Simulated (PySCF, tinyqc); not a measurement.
Inside a calculation. Method: CISD on RHF in the 3-21g basis, for H3+, spin multiplicity 1. The lowest restricted solution is unstable here: a spin-polarised one lies 0.0120 hartree lower (PySCF). One step of it, computed by the program tinyqc.

Problem. CISD: determinants and Hamiltonian. Slater-Condon rules over spin orbitals, with the nuclear repulsion added and E(HF) subtracted on the diagonal. Only determinants linked to the reference directly or through others are kept (one block of an abelian symmetry group), so some states are absent.

one-electron integrals over orbitals h = C^T H C (hartree):
```
,1,2,3,4,5,6
1,-1.302205,0.000000,-0.076365,0.041344,0.000000,0.072207
2,0.000000,-1.044419,0.000000,0.000000,-0.085641,0.000000
3,-0.076365,0.000000,-0.841032,-0.105183,0.000000,0.133530
4,0.041344,0.000000,-0.105183,0.070798,0.000000,-0.018516
5,0.000000,-0.085641,0.000000,0.000000,0.115221,0.000000
6,0.072207,0.000000,0.133530,-0.018516,0.000000,0.005661
```

Two-electron integrals over orbitals (pq|rs), unique and non-zero (hartree):
```
p,q,r,s,(pq|rs)
1,1,1,1,0.479985
2,1,2,1,0.119665
2,2,1,1,0.387127
2,2,2,2,0.413916
3,1,1,1,0.076365
3,1,2,2,-0.029197
3,1,3,1,0.093807
3,2,2,1,-0.107738
3,2,3,2,0.117406
3,3,1,1,0.413358
3,3,2,2,0.373348
3,3,3,1,0.033030
3,3,3,3,0.386932
4,1,1,1,-0.041344
4,1,2,2,-0.064699
4,1,3,1,0.023318
4,1,3,3,-0.039045
4,1,4,1,0.039691
4,2,2,1,-0.063195
4,2,3,2,0.055715
4,2,4,2,0.079791
4,3,1,1,0.064250
4,3,2,2,0.069051
4,3,3,1,-0.007285
4,3,3,3,0.050758
4,3,4,1,-0.038488
4,3,4,3,0.045764
4,4,1,1,0.371911
4,4,2,2,0.414610
4,4,3,1,-0.043261
4,4,3,3,0.364561
4,4,4,1,-0.083015
4,4,4,3,0.085031
4,4,4,4,0.448123
5,1,2,1,0.039728
5,1,3,2,-0.040581
5,1,4,2,-0.053179
5,1,5,1,0.037586
5,2,1,1,0.062685
5,2,2,2,0.091860
5,2,3,1,-0.029271
5,2,3,3,0.058623
5,2,4,1,-0.055320
5,2,4,3,0.056769
5,2,4,4,0.117761
5,2,5,2,0.078730
5,3,2,1,-0.045865
5,3,3,2,0.037272
5,3,4,2,0.058141
5,3,5,1,-0.036979
5,3,5,3,0.044495
5,4,2,1,-0.165540
5,4,3,2,0.163876
5,4,4,2,0.111782
5,4,5,1,-0.076362
5,4,5,3,0.078244
5,4,5,4,0.271773
5,5,1,1,0.379179
5,5,2,2,0.417302
5,5,3,1,-0.039415
5,5,3,3,0.368531
5,5,4,1,-0.083299
5,5,4,3,0.087733
5,5,4,4,0.450296
5,5,5,2,0.119015
5,5,5,5,0.453237
6,1,1,1,-0.072207
6,1,2,2,-0.012224
6,1,3,1,-0.054512
6,1,3,3,-0.057249
6,1,4,1,0.001535
6,1,4,3,-0.002149
6,1,4,4,-0.007788
6,1,5,2,-0.001148
6,1,5,5,-0.008300
6,1,6,1,0.083882
6,2,2,1,0.008260
6,2,3,2,-0.000530
6,2,4,2,-0.007163
6,2,5,1,0.002687
6,2,5,3,-0.006377
6,2,5,4,-0.008018
6,2,6,2,0.005697
6,3,1,1,-0.094021
6,3,2,2,-0.023738
6,3,3,1,-0.061569
6,3,3,3,-0.062949
6,3,4,1,0.006261
6,3,4,3,-0.012531
6,3,4,4,-0.018782
6,3,5,2,-0.008599
6,3,5,5,-0.021059
6,3,6,1,0.076410
6,3,6,3,0.079610
6,4,1,1,0.010025
6,4,2,2,-0.004583
6,4,3,1,0.012734
6,4,3,3,0.001821
6,4,4,1,0.005118
6,4,4,3,0.000561
6,4,4,4,-0.008596
6,4,5,2,-0.005313
6,4,5,5,-0.006960
6,4,6,1,-0.000016
6,4,6,3,-0.003986
6,4,6,4,0.004766
6,5,2,1,0.006139
6,5,3,2,-0.009175
6,5,4,2,-0.004795
6,5,5,1,0.004952
6,5,5,3,-0.001430
6,5,5,4,-0.012892
6,5,6,2,-0.002557
6,5,6,5,0.003813
6,6,1,1,0.522400
6,6,2,2,0.339564
6,6,3,1,0.159775
6,6,3,3,0.436490
6,6,4,1,-0.015136
6,6,4,3,0.045385
6,6,4,4,0.315414
6,6,5,2,0.027626
6,6,5,5,0.324547
6,6,6,1,-0.160403
6,6,6,3,-0.176504
6,6,6,4,0.019716
6,6,6,6,0.717396
```

nuclear repulsion = 0.99844757 hartree

Hartree-Fock energy = -1.12597769 hartree

Give: determinants; H - E(HF) between determinants.

Solution.

Occupation strings over the orbitals (2 doubly, a alpha, b beta, 0 empty; spin orbitals ordered 1a 1b 2a 2b ...): 200000 a0b000 a00b00 a0000b b0a000 b00a00 b0000a 020000 0a00b0 002000 00ab00 00a00b 00ba00 000200 000a0b 0b00a0 000020 00b00a 000b0a 000002

H - E(HF) between determinants (hartree):
```
,200000,a0b000,a00b00,a0000b,b0a000,b00a00,b0000a,020000,0a00b0,002000,00ab00,00a00b,00ba00,000200,000a0b,0b00a0,000020,00b00a,000b0a,000002
200000,0.000,0.000,0.000,0.000,0.000,0.000,0.000,0.120,0.040,0.094,0.023,-0.055,-0.023,0.040,0.002,-0.040,0.038,0.055,-0.002,0.084
a0b000,0.000,0.395,-0.041,0.040,-0.094,-0.023,0.055,-0.108,-0.046,-0.043,-0.007,-0.062,-0.002,-0.038,0.006,0.041,-0.037,-0.015,0.002,0.076
a00b00,0.000,-0.041,1.265,-0.008,-0.023,-0.040,-0.002,-0.063,-0.166,-0.007,-0.120,0.013,0.038,-0.042,0.005,0.053,-0.076,0.002,-0.064,0.000
a0000b,0.000,0.040,-0.008,1.350,0.055,-0.002,-0.084,0.008,0.006,-0.062,0.013,0.083,-0.006,0.005,0.026,-0.003,0.005,-0.076,0.000,-0.088
b0a000,0.000,-0.094,-0.023,0.055,0.395,-0.041,0.040,0.108,0.041,0.043,-0.002,-0.015,-0.007,0.038,0.002,-0.046,0.037,-0.062,0.006,-0.076
b00a00,0.000,-0.023,-0.040,-0.002,-0.041,1.265,-0.008,0.063,0.053,0.007,0.038,0.002,-0.120,0.042,-0.064,-0.166,0.076,0.013,0.005,0.000
b0000a,0.000,0.055,-0.002,-0.084,0.040,-0.008,1.350,-0.008,-0.003,0.062,-0.006,-0.076,0.013,-0.005,0.000,0.006,-0.005,0.083,0.026,0.088
020000,0.120,-0.108,-0.063,0.008,0.108,0.063,-0.008,0.450,0.006,0.117,0.056,-0.001,-0.056,0.080,-0.007,-0.006,0.079,0.001,0.007,0.006
0a00b0,0.040,-0.046,-0.166,0.006,0.041,0.053,-0.003,0.006,1.613,0.037,0.164,-0.009,-0.058,0.112,-0.005,-0.079,0.033,0.006,0.008,-0.003
002000,0.094,-0.043,-0.007,-0.062,0.043,0.007,0.062,0.117,0.037,0.829,-0.054,0.071,0.054,0.046,-0.013,-0.037,0.044,-0.071,0.013,0.080
00ab00,0.023,-0.007,-0.120,0.013,-0.002,0.038,-0.006,0.056,0.164,-0.054,1.719,-0.017,-0.046,-0.020,0.001,-0.058,0.078,0.013,-0.115,-0.004
00a00b,-0.055,-0.062,0.013,0.083,-0.015,0.002,-0.076,-0.001,-0.009,0.071,-0.017,1.726,0.013,0.001,-0.060,0.006,-0.001,-0.080,0.004,-0.043
00ba00,-0.023,-0.002,0.038,-0.006,-0.007,-0.120,0.013,-0.056,-0.058,0.054,-0.046,0.013,1.719,0.020,-0.115,0.164,-0.078,-0.017,0.001,0.004
000200,0.040,-0.038,-0.042,0.005,0.038,0.042,-0.005,0.080,0.112,0.046,-0.020,0.001,0.020,2.714,-0.027,-0.112,0.272,-0.001,0.027,0.005
000a0b,0.002,0.006,0.005,0.026,0.002,-0.064,0.000,-0.007,-0.005,-0.013,0.001,-0.060,-0.115,-0.027,2.516,0.008,-0.013,0.004,-0.005,0.001
0b00a0,-0.040,0.041,0.053,-0.003,-0.046,-0.166,0.006,-0.006,-0.079,-0.037,-0.058,0.006,0.164,-0.112,0.008,1.613,-0.033,-0.009,-0.005,0.003
000020,0.038,-0.037,-0.076,0.005,0.037,0.076,-0.005,0.079,0.033,0.044,0.078,-0.001,-0.078,0.272,-0.013,-0.033,2.808,0.001,0.013,0.004
00b00a,0.055,-0.015,0.002,-0.076,-0.062,0.013,0.083,0.001,0.006,-0.071,0.013,-0.080,-0.017,-0.001,0.004,-0.009,0.001,1.726,-0.060,0.043
000b0a,-0.002,0.002,-0.064,0.000,0.006,0.005,0.026,0.007,0.008,0.013,-0.115,0.004,0.001,0.027,-0.005,-0.005,0.013,-0.060,2.516,-0.001
000002,0.084,0.076,0.000,-0.088,-0.076,0.000,0.088,0.006,-0.003,0.080,-0.004,-0.043,0.004,0.005,0.001,0.003,0.004,0.043,-0.001,2.853
```
